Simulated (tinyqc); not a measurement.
# Drift layer from breakdown voltage and on-resistance

Problem. An ideal drift layer with a triangular field at breakdown has BV = Ec W/2, N = eps0 eps_r Ec/(q W) and Ron = W/(q mu N). Find Ec, W and N.

Parameters, values chosen for the exercise:
- eps_r = 9.59 (relative permittivity)
- mu = 935 cm^2/(V s) (electron mobility of the drift layer)

Constants: q = 1.602176634e-19 C, eps0 = 8.8541878128e-14 F/cm where lengths are in cm. Results are converted to the units shown.

BV = 221.51532 V
Ron = 0.0061749194 mohm cm^2

Answer. Eliminating W and N gives Ron = 4 BV^2/(eps0 eps_r mu Ec^3), which yields Ec.

Ec = 3421 kV/cm
W = 1.295 um
N = 1.400e17 cm^-3

Numbers from tinyqc (`OMP_NUM_THREADS=1 python tinyqc.py 2120042 2120043 out.jsonl`; about 0.05 s on one thread of a shared Intel Xeon 2.30GHz).
